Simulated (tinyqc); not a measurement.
Thin-film optics by transfer matrices, step by step. Values are carried at full precision from step to step, so a last printed digit may differ when a step is redone from the rounded ones.

Indices N = n + i k. Snell: N0 sin(theta) = N_j sin(theta_j), with Im(N_j cos theta_j) >= 0. Admittance y_j = N_j cos theta_j for s and N_j/cos theta_j for p. Phase delta_j = 2 pi N_j cos theta_j d_j/lambda. Layer matrix [[cos delta, -i sin delta/y], [-i y sin delta, cos delta]], multiplied from the top down to M. (B, C) = M (1, y_sub); r = (y0 B - C)/(y0 B + C), R = |r|^2, T = 4 Re y0 Re y_sub/|y0 B + C|^2, absorbed in the films 1 - R - T.

Values chosen for the exercise (indices near those of resist, ARC, SiO2 on W; shifted at random, so the results belong to these values and not to a real crystal): lam = 248 nm (vacuum wavelength); n0 = 1 (ambient index); n = (1.77, 1.778, 1.517, 3.378) (n of resist, ARC, SiO2, substrate); k = (0.012, 0.38, 0, 2.813) (k in the same order); d = (169, 46.5, 8.5) nm (thicknesses, top first); theta = 60 degrees (angle of incidence); pol = s (polarisation).

## Angles, admittances and phases

Form cos theta_j, y_j and delta_j.

cos theta_j: ambient 0.5000, film 1 0.8721+0.0019i, film 2 0.8920+0.0520i, film 3 0.8210, substrate 0.9967+0.0191i

y_j: ambient 0.5000, film 1 1.5437+0.0138i, film 2 1.5662+0.4314i, film 3 1.2455, substrate 3.3129+2.8683i

delta_j (rad): film 1 6.6096+0.0589i, film 2 1.8451+0.5082i, film 3 0.2682

## Layer matrices and their product

Form each matrix and multiply from the top down.

matrix of film 1:
```
[[0.9489-0.0189i, 0.0343-0.2084i],
 [0.0906-0.4950i, 0.9489-0.0189i]]
```

matrix of film 2:
```
[[-0.3067-0.5105i, -0.2634-0.6232i],
 [0.2450-1.7685i, -0.3067-0.5105i]]
```

matrix of film 3:
```
[[0.9642, -0.2128i],
 [-0.3301i, 0.9642]]
```

M:
```
[[-0.8153-0.4443i, -0.4907-0.3801i],
 [-0.2121-1.3119i, -0.9459-0.3729i]]
```

Each matrix has determinant 1, and so has M.

## Reflection and transmission

Close the stack on the substrate.

B, C: [-1.3507-3.1107i, -2.2761-5.2605i]

r = -0.5434-0.0005i
R = 0.2953
T into the substrate = 0.1201
absorbed in the films = 0.5846

The bare substrate would reflect 0.7090.

## Ellipsometric angles

Ellipsometry: rho = tan(Psi) exp(i Delta) = -conj(r_p/r_s) with the r of the admittance formula, Delta in 0 to 360 degrees, so that a bare dielectric at small angles gives Delta = 180.

Repeat the steps for both polarisations.

r_s = -0.5434-0.0005i
r_p = -0.0668+0.0420i
Psi = 8.26 degrees
Delta = 212.17 degrees

## Checks

- R against the recursion of Airy sums from the substrate up: both 0.29529.

Program tinyqc; command `OMP_NUM_THREADS=1 python tinyqc.py 1682258 1682259 out.jsonl`; about 0.01 s on one thread of a shared Intel(R) Xeon(R) Processor @ 2.30GHz.
